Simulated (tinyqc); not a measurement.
Worked calculation: straight dislocations in isotropic elasticity: fields, energies, partials, Peierls stress and walls. Computed by tinyqc, a small Python program that keeps every step. Command: `OMP_NUM_THREADS=1 python tinyqc.py 3016270 3016271 out.jsonl disloc walk`. One thread of a shared host (Intel(R) Xeon(R) Processor @ 2.30GHz), about 0.01 s of CPU time with the checks. Intermediate numbers are printed to about 7 digits and carried at full precision; extremes and crossings named in words are read from the listed rows.

The line runs along z, the glide plane is y = 0, and beta is the angle between b and the line (0 screw, 90 degrees edge): b_e = b sin(beta) along +x with the extra half plane at y > 0, b_s = b cos(beta). Stress is positive in tension.

Inputs (values chosen for the exercise, modelled on germanium):
```
quantity                          value        unit
shear modulus G                    56.4         GPa
Poisson ratio nu                  0.198           -
Burgers vector b                      4    angstrom
stacking-fault energy gamma        67.3      mJ/m^2
dislocation density rho         1.8e+12       1/m^2
core radius r0/b                      1           -
misfit volume of a solute dV       -2.7  angstrom^3
temperature T                      1050           K
unstable fault energy gamma_us     1180      mJ/m^2
tilt angle theta                    5.9     degrees
source length l                     210          nm
```

Character: 30-degree.

field point (x, y) (nm): 6.4  -5.6

Constants: 1 eV/angstrom^3 = 160.2176634 GPa; k_B = 8.617333262e-05 eV/K.

## Line energy and line tension

Energy factor K = G [cos^2(beta) + sin^2(beta)/(1 - nu)]. E = K b^2/(4 pi) ln(R/r0) with R = 1/(2 sqrt(rho)); tension T = E + d^2E/d(beta)^2 = G b^2 [1 + nu - 3 nu sin^2(beta)]/(4 pi (1 - nu)) ln(R/r0). The core energy is taken into r0.

energy factor K = 59.88105 GPa

ln(R/r0) = 6.837005

line energy E = 32.53532 eV/nm

line tension T = 40.10078 eV/nm

stored energy rho E = 9.382918 kJ/m^3

T/E = 1.23: bowing turns parts of the line towards the costlier edge character, so it is stiff.

## Stress at a point

With D = G b_e/(2 pi (1 - nu)), S = G b_s/(2 pi), r^2 = x^2 + y^2: s_xx = -D y (3x^2 + y^2)/r^4, s_yy = D y (x^2 - y^2)/r^4, s_xy = D x (x^2 - y^2)/r^4, s_zz = nu (s_xx + s_yy), s_xz = -S y/r^2, s_yz = S x/r^2. Pressure p = -trace/3.

stress (MPa):
```
          x         y         z
x  369.6775   26.2960  240.7795
y   26.2960  -23.0090  275.1765
z  240.7795  275.1765   68.6404
```

pressure p = -138.4363 MPa

The point lies below the glide plane, on the stretched side.

## Force on a second, equal dislocation at that point; binding of a solute

Peach-Koehler force per length on a parallel dislocation with the same b: in the glide plane F_x = s_xy b_e + s_yz b_s, normal to it F_y = -(s_xx b_e + s_xz b_s), which drives climb of the edge part or cross-slip of a screw. A solute with misfit volume dV has the energy p dV, and its dilute concentration is scaled by exp(-p dV/(k_B T)).

glide force F_x = 100.5831 mN/m

normal force F_y = -157.3440 mN/m

solute energy = 2.332939 meV

concentration ratio = 0.9745461

Along x the second dislocation is repelled. The undersized solute is depleted here.

## Splitting into partials

Shockley partials have b_p = b/sqrt(3) at the angles beta -/+ 30 degrees; their repulsion balances the fault at d = G b_p^2/(8 pi gamma) (2 - nu)/(1 - nu) [1 - 2 nu cos(2 beta)/(2 - nu)].

partial Burgers vector b_p = 2.309401 angstrom

splitting width d = 3.556746 nm

d/b = 8.891866

Widely split: cross-slip and climb need a constriction first.

## Peierls-Nabarro core of the undissociated dislocation

Misfit energy gamma(u) = (gamma_us/2)(1 - cos(2 pi u/b)), so the largest restoring stress is tau_max = pi gamma_us/b; u(x) = b/2 + (b/pi) arctan(x/zeta), zeta = K b/(4 pi tau_max). Summing the misfit energy over atomic rows a' apart gives, for a wide core, W_P = (K b^2/pi) exp(-2 pi zeta/a') and sigma_P = (K b/a') exp(-2 pi zeta/a'); a' = b/2 for edge and 30-degree lines, b sqrt(3)/2 for screw and 60-degree lines.

tau_max = 9.267698 GPa

half width zeta = 2.056684 angstrom

row spacing a' = 2 angstrom

Peierls barrier W_P = 29.74800 meV/nm

Peierls stress sigma_P = 187.1664 MPa

zeta/a' = 1.03 and sigma_P/G = 0.0033: the stress falls by a factor e for each a'/(2 pi) of half width. Caution: in covalent crystals lines are dissociated and reconstructed and move by kinks, so this sinusoidal model gives only the trend.

## Strength from dislocations

Frank-Read source, averaged over the loop: tau = G b/(2 pi l) [(1 - nu/2)/(1 - nu)] ln(l/r0). Taylor hardening: tau = 0.3 G b sqrt(rho).

Frank-Read stress = 120.3096 MPa

Taylor stress = 9.080225 MPa

Of the source, forest and Peierls stresses the largest here is the Peierls stress. Caution: in covalent crystals the flow stress is largely set by thermally activated glide over the Peierls barrier, which the source and Taylor stresses leave out.

## Low-angle tilt boundary

A symmetric tilt wall of edge dislocations has the spacing h = b/(2 sin(theta/2)); Read-Shockley: gamma_b = E0 theta (A - ln theta), E0 = G b/(4 pi (1 - nu)), A = 1 + ln(b/(2 pi r0)), theta in radians.

spacing h = 3.886176 nm

boundary energy = 330.8693 mJ/m^2

angle of the maximum, exp(A - 1) = 9.118907 degrees

Caution: towards the maximum of the Read-Shockley curve the spacing is no longer large against the core size, so the formula is only rough.

## Character of the line

E = K b^2/(4 pi) ln(R/r0); T = G b^2 [1 + nu - 3 nu sin^2(beta)]/(4 pi (1 - nu)) ln(R/r0).

From screw to edge:
```
beta (degrees)   K (GPa)  E (eV/nm)  T (eV/nm)    d (nm)
0               56.40000   30.64395   45.77488  3.117697
15              57.33274   31.15074   44.25451  3.235340
30              59.88105   32.53532   40.10078  3.556746
45              63.36209   34.42668   34.42668  3.995796
60              66.84314   36.31805   28.75258  4.434846
75              69.39145   37.70263   24.59886  4.756253
90              70.32419   38.20942   23.07849  4.873896
```

The edge costs 1/(1 - nu) = 1.247 times the screw in energy, yet its tension is only (1 - 2 nu)/(1 + nu) = 0.504 of the screw value, so loops under stress are elongated along b. The edge splits 1.56 times as widely, (2 + nu)/(2 - 3 nu), since there the larger, edge parts of the partials repel with the factor 1/(1 - nu) and the small screw parts attract, while in the screw the roles are exchanged.

Checks made by the program: zero divergence of the stress field, by differences and relative to the size of its gradient (relative difference below 1e-10); splitting against the force between the two partials (relative difference below 1e-10).
